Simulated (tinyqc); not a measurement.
CMOS latch-up, two-transistor model: one step of the calculation.

A parasitic pnp (emitter at Vdd, base shunted by Rw) and npn (emitter at ground, base shunted by Rs) feed each other: the npn collector current flows out of the pnp base node, the pnp collector current into the npn base node. Forward-active transistors with constant gains: Icn = Isn exp(Vn/Vt), Icp = Isp (exp(Vp/Vt) - 1). A current Ii is injected into the npn base node.

Task. Holding current and voltage. On state with both base-emitter voltages at Von: npn base current Ib = (Von/Rs + bp Von/Rw)/(bn bp - 1), holding current Ih = (bn + 1) Ib + Von/Rs, holding voltage Vh = Vsat + Von + R2 (Ib + Von/Rs).

Values chosen for this exercise; values close to those of bulk CMOS: current gain of the npn bn = 17.6; current gain of the pnp bp = 2.3; substrate resistance shunting the npn Rs = 1100 ohm; well resistance shunting the pnp Rw = 370 ohm; resistance from the pnp collector to the npn base R2 = 75 ohm; base-emitter voltage in the on state Von = 0.64 V; saturation voltage Vsat = 0.2 V; supply voltage Vdd = 1.2 V.

Find: bn bp; Ib; Ih; Vh.

Result.

bn bp = 40.480
Ib = 0.11551 mA
Ih = 2.7302 mA
Vh = 0.89230 V

Vh is below Vdd = 1.2 V, so the supply can sustain a latched state.

Program tinyqc, `OMP_NUM_THREADS=1 python tinyqc.py 2670038 2670039 out.jsonl`; Intel Xeon 2.30GHz, shared host, one thread, about 0.05 s.
